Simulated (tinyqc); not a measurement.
## Frequency dispersion of an accumulation capacitance by border traps, distributed model: capacitance and loss against frequency

Traps spread evenly through the insulator exchange electrons with the semiconductor by tunnelling, with tau(x) = t0 exp(2 ka x) at depth x from the interface. The admittance per area Y seen at depth x obeys dY/dx = -Y^2/(i w eps0 eox) + q Nb ln(1 + i w tau)/tau, with Y(0) = i w Cs and w = 2 pi f; the gate sees Y(tox) = G + i w C. Working variable y = Y/(i w), in uF/cm^2. Cox = eps0 eox/tox.

Cox; trap-free value 1/(1/Cox + 1/Cs); response depth d = ln(1/(w t0))/(2 ka), where w tau = 1; lumped estimate: all traps within d act as C_bt = q Nb d placed at d/2, so C = 1/{1/[1/(1/Cs + d/(2 eps0 eox)) + C_bt] + (tox - d/2)/(eps0 eox)}. C and G from a fine integration; dispersion -d C/d log10 f over C, from f times and over 1.1. For a broad spread of time constants G/w is close to -(pi/2) dC/d ln w.

Inputs (values chosen for the exercise); permittivity close to that of aluminium oxide:
```
symbol   value         unit                                               meaning
eox        8.7                             relative permittivity of the insulator
tox        7.7           nm                                   insulator thickness
Cs         6.3      uF/cm^2             semiconductor capacitance in accumulation
Nb      1.5e19  cm^-3 eV^-1                               density of border traps
ka         4.9         1/nm  decay constant of the wave function in the insulator
t0       3e-11            s              time constant of a trap at the interface
```

Constants: q = 1.602176634e-19 C, eps0 = 8.8541878128e-14 F/cm where lengths are in cm. Results are converted to the units shown.

The same in every row: trap-free C (uF/cm^2) = 0.8633.

Results:
```
f (Hz)  d (nm)  C (uF/cm^2)  G/w (uF/cm^2)  dispersion (% a decade)  -(pi/2) dC/d ln w (uF/cm^2)  lumped C (uF/cm^2)
10       2.050       0.8973       0.004843                   0.7902                     0.004838              0.8915
1000     1.580       0.8849       0.003693                   0.6109                     0.003687              0.8813
10000    1.345       0.8799       0.003167                   0.5268                     0.003162              0.8770
1e5      1.110       0.8756       0.002676                   0.4470                     0.002670              0.8734
1e6     0.8751       0.8720       0.002219                   0.3721                     0.002214              0.8703
1e7     0.6402       0.8691       0.001800                   0.3026                     0.001794              0.8678
```

Estimate the missing row, f = 100 Hz.

Computed row:
```
f (Hz)  d (nm)  C (uF/cm^2)  G/w (uF/cm^2)  dispersion (% a decade)  -(pi/2) dC/d ln w (uF/cm^2)  lumped C (uF/cm^2)
100      1.815       0.8907       0.004251                   0.6988                     0.004246              0.8861
```

With this row back in the table: C falls from 0.8973 to 0.8691 uF/cm^2, towards the trap-free 0.8633; each decade of frequency removes ln 10/(2 ka) = 0.235 nm from the response depth. The dispersion falls from 0.790 to 0.303 % a decade and G/w falls from 0.00484 to 0.00180 uF/cm^2. G/w stays at 1.00 times -(pi/2) dC/d ln w, the relation for a broad spread of time constants.

Numbers from tinyqc (`OMP_NUM_THREADS=1 python tinyqc.py 2202008 2202009 out.jsonl`; about 0.6 s on one thread of a shared Intel Xeon 2.30GHz).
